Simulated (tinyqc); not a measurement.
Hubbard chain of 4 sites, step by step. One step of it, computed by the program tinyqc.

Problem. The many-body Hamiltonian. Basis: all placements (u, d, 2, 0 on each site), up operators ordered before down ones; hops carry the sign of the same-spin electrons passed.

one-body matrix (hopping and site energies) (eV):
```
           1          2          3          4
1   0.000000  -1.930000   0.000000   0.000000
2  -1.930000   0.000000  -1.930000   0.000000
3   0.000000  -1.930000   0.000000  -1.930000
4   0.000000   0.000000  -1.930000   0.000000
```

U = 4.000000 eV

electrons, up and down: 3  1

Give: H.

Solution.

H (eV):
```
        2uu0    u2u0    uu20    uuud    2u0u    u20u    uudu    uu02
2uu0   4.000  -1.930   0.000   0.000  -1.930   0.000   0.000   0.000
u2u0  -1.930   4.000  -1.930   0.000   0.000  -1.930   0.000   0.000
uu20   0.000  -1.930   4.000  -1.930   0.000   0.000  -1.930   0.000
uuud   0.000   0.000  -1.930   0.000   0.000   0.000   0.000  -1.930
2u0u  -1.930   0.000   0.000   0.000   4.000  -1.930   0.000   0.000
u20u   0.000  -1.930   0.000   0.000  -1.930   4.000  -1.930   0.000
uudu   0.000   0.000  -1.930   0.000   0.000  -1.930   0.000  -1.930
uu02   0.000   0.000   0.000  -1.930   0.000   0.000  -1.930   4.000
20uu   0.000   0.000   0.000   0.000  -1.930   0.000   0.000   0.000
uduu   0.000   0.000   0.000   0.000   0.000  -1.930   0.000   0.000
u02u   0.000   0.000   0.000   0.000   0.000   0.000  -1.930   0.000
u0u2   0.000   0.000   0.000   0.000   0.000   0.000   0.000  -1.930
duuu   0.000   0.000   0.000   0.000   0.000   0.000   0.000   0.000
02uu   0.000   0.000   0.000   0.000   0.000   0.000   0.000   0.000
0u2u   0.000   0.000   0.000   0.000   0.000   0.000   0.000   0.000
0uu2   0.000   0.000   0.000   0.000   0.000   0.000   0.000   0.000

        20uu    uduu    u02u    u0u2    duuu    02uu    0u2u    0uu2
2uu0   0.000   0.000   0.000   0.000   0.000   0.000   0.000   0.000
u2u0   0.000   0.000   0.000   0.000   0.000   0.000   0.000   0.000
uu20   0.000   0.000   0.000   0.000   0.000   0.000   0.000   0.000
uuud   0.000   0.000   0.000   0.000   0.000   0.000   0.000   0.000
2u0u  -1.930   0.000   0.000   0.000   0.000   0.000   0.000   0.000
u20u   0.000  -1.930   0.000   0.000   0.000   0.000   0.000   0.000
uudu   0.000   0.000  -1.930   0.000   0.000   0.000   0.000   0.000
uu02   0.000   0.000   0.000  -1.930   0.000   0.000   0.000   0.000
20uu   4.000  -1.930   0.000   0.000  -1.930   0.000   0.000   0.000
uduu  -1.930   0.000  -1.930   0.000   0.000  -1.930   0.000   0.000
u02u   0.000  -1.930   4.000  -1.930   0.000   0.000  -1.930   0.000
u0u2   0.000   0.000  -1.930   4.000   0.000   0.000   0.000  -1.930
duuu  -1.930   0.000   0.000   0.000   0.000  -1.930   0.000   0.000
02uu   0.000  -1.930   0.000   0.000  -1.930   4.000  -1.930   0.000
0u2u   0.000   0.000  -1.930   0.000   0.000  -1.930   4.000  -1.930
0uu2   0.000   0.000   0.000  -1.930   0.000   0.000  -1.930   4.000
```
